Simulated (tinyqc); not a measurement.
What each parameter does: tight-binding t2g bands of a cubic perovskite.

Orbitals yz, zx, xy (X, Y, Z below) times spin. E_xy = Dt + 2t (2 - cos x - cos y) + 2 td (1 - cos z) + 4 t2 (1 - cos x cos y) with x = kx a and so on; yz and zx follow by cyclic change, without Dt. Spin-orbit term -(Dso/3) L.sigma + Dso/3 with (L_k)_ij = -i epsilon_kij in X, Y, Z: for Dt = 0 the quartet lies at 0 and the doublet at Dso.

Inputs chosen for the exercise (of the size met in SrTiO3 and KTaO3; not measured data): t = 0.354 eV (strong hopping); td = 0.039 eV (weak hopping); t2 = 0.031 eV (diagonal hopping in the plane of the orbital); Dso = 0.159 eV (spin-orbit splitting at Gamma); Dt = 0.013 eV (shift of xy (tetragonal field or confinement)); k = (0.03, 0.05, 0.15) 2 pi/a (wave vector).

The three pairs at k.

Results for these values:
```
case  pair 1 (eV)  pair 2 (eV)  pair 3 (eV)
base       0.1370       0.3707       0.4950
```

What happens to each result for t = 0.3894 eV, all else kept?

Answer: pair 1 rises from 0.1370 to 0.1429; pair 2 rises from 0.3707 to 0.4020; pair 3 rises from 0.4950 to 0.5256.

The same for each parameter in turn:
```
case             pair 1 (eV)  pair 2 (eV)  pair 3 (eV)
base                  0.1370       0.3707       0.4950
t = 0.3894 eV         0.1429       0.4020       0.5256
td = 0.0585 eV        0.1523       0.3721       0.4969
t2 = 0.051 eV         0.1435       0.4051       0.5284
Dso = 0.2067 eV       0.1434       0.3709       0.5360
Dt = -0.017 eV        0.1083       0.3707       0.4937
```

Run: tinyqc, `OMP_NUM_THREADS=1 python tinyqc.py 1450938 1450939 out.jsonl`; Intel(R) Xeon(R) Processor @ 2.30GHz, one thread, shared host; about 0.01 s of CPU time with all checks.
